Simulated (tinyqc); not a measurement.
Inside a calculation. Model: gas flow in a process chamber: flow regimes, conductance, effective pumping speed, pump-down, outgassing and purge. Computed by tinyqc, a small Python program that keeps every step. Command: `OMP_NUM_THREADS=1 python tinyqc.py 3120526 3120527 out.jsonl pump walk`. One thread of a shared host (Intel(R) Xeon(R) Processor @ 2.30GHz), about 0.08 s of CPU time with the checks. Intermediate numbers are printed to about 6 digits and carried at full precision; extremes and crossings named in words are read from the listed rows.

Ideal gas, isothermal flow, a pump of constant speed at the end of a round pipe; process gas, volume gas and outgassing are given the same properties. 1 sccm = 101325 Pa x 1e-6 m^3/60 s x T/273.15 K.

Inputs (values chosen for the exercise, modelled on oxygen near room temperature):
```
quantity                     value            unit
molar mass M                    32           g/mol
molecular diameter            0.36              nm
viscosity eta                 20.6   micropascal s
temperature T                  350               K
chamber volume V                35               L
wall area                     0.32             m^2
pipe diameter d                  4              cm
pipe length l                   51              cm
pump speed S                    64             L/s
process gas flow              1300            sccm
outgassing rate after 1 h  1.2e-05  Pa m^3/(s m^2)
outgassing exponent n         0.97               -
starting pressure p0          1700              Pa
target base pressure         7e-06              Pa
```

Constants: k_B = 1.380649e-23 J/K; u = 1.6605390666e-27 kg.

## Molecular flow

Mean speed c = sqrt(8 k_B T/(pi m)); aperture conductance C_a = c pi d^2/16; molecular pipe C_m = C_a/(1 + 3 l/(4 d)) (Dushman form); viscous pipe C_v = pi d^4 p_mean/(128 eta l); Knudsen interpolation C = C_v + C_m (1 + x)/(1 + 1.24 x), x = d p_mean sqrt(m/(k_B T))/eta. Effective speed 1/S_eff = 1/S + 1/C_m; time constant V/S_eff; pressure at which the free path k_B T/(sqrt2 pi d_m^2 p) equals d.

mean speed c = 481.223 m/s

C_a = 151.181 L/s

C_m = 14.3130 L/s

S_eff in molecular flow = 11.6970 L/s

time constant = 2.99221 s

pressure where the free path equals d = 0.209808 Pa

The pipe passes on 18 % of the pump speed; a larger pump would gain little, since S_eff cannot exceed C_m.

## Process pressure

Steady flow: the pump inlet is at p_2 = Q/S, and the chamber pressure p_1 solves Q = C((p_1 + p_2)/2) (p_1 - p_2). Residence time = p_1 V/Q. Knudsen number = free path at the mean pressure over d.

throughput Q = 2813.04 Pa L/s

p_2 = 43.9537 Pa

chamber pressure p_1 = 53.2607 Pa

conductance C = 302.249 L/s

residence time = 0.662674 s

Knudsen number = 0.00431639

The flow in the pipe is viscous.

## Purging a well-mixed chamber

With steady flow a contaminant decays as exp(-t/residence time); gas used = flow x time.

time to dilute 1e3 times = 4.57759 s

time to dilute 1e6 times = 9.15518 s

gas used for 1e6 = 198.362 standard cm^3

## Pump-down curve

Pump-down: V dp/dt = -S_eff(p) p + q(t) A, with S_eff = S p_2/p, where p_2 solves C((p + p_2)/2) (p - p_2) = S p_2 at each moment, and q(t) = q_1 (1 h/(t + 10 s))^n; integrated adaptively. At long times p = q(t) A/S_eff. S_eff(p) is tabulated at 260 pressures and interpolated in ln p. Comparison columns: p0 exp(-t/time constant) with the molecular S_eff (0 below 1e-26 p0), and the outgassing limit.

Pressure against time:
```
t (s)        p (Pa)  S_eff (L/s)  volume gas only (Pa)  outgassing limit (Pa)
0.3     9.86721e+02      63.3106           1.53782e+03            9.62536e-02
1       2.81963e+02      61.6302           1.21705e+03            9.03063e-02
3       1.50353e+01      35.8974           6.23769e+02            7.67969e-02
10      5.55961e-01      11.6719           6.01219e+01            5.05673e-02
30      2.92646e-02      11.5412           7.51970e-02            2.58149e-02
100     1.00009e-02      11.6371           5.20340e-12            9.67649e-03
300     3.58279e-03      11.6747                     0            3.54200e-03
1000    1.13031e-03      11.6899                     0            1.12636e-03
3600    3.27728e-04      11.6949                     0            3.27406e-04
20000   6.21924e-05      11.6966                     0            6.21812e-05
100000  1.30570e-05      11.6969                     0            1.30565e-05
```

From t = 30 s on the pressure is within 20 % of the outgassing limit, which falls only as (t + 10 s)^-0.97: walls, not volume, set the time to base pressure. Early on viscous flow raises S_eff to 63.3 L/s, 5.4 times its molecular value.

## Time to base pressure

From the outgassing limit: t = 1 h x (q_1 A/(S_eff p_target))^(1/n) - 10 s; monolayer time at the target = 1e19 m^-2 x 4 k_B T/(p c) for unit sticking.

time to the target = 52.8226 h

monolayer time = 57.3809 s

Checks made by the program: throughput from C and the pressure drop (relative difference below 1e-10).
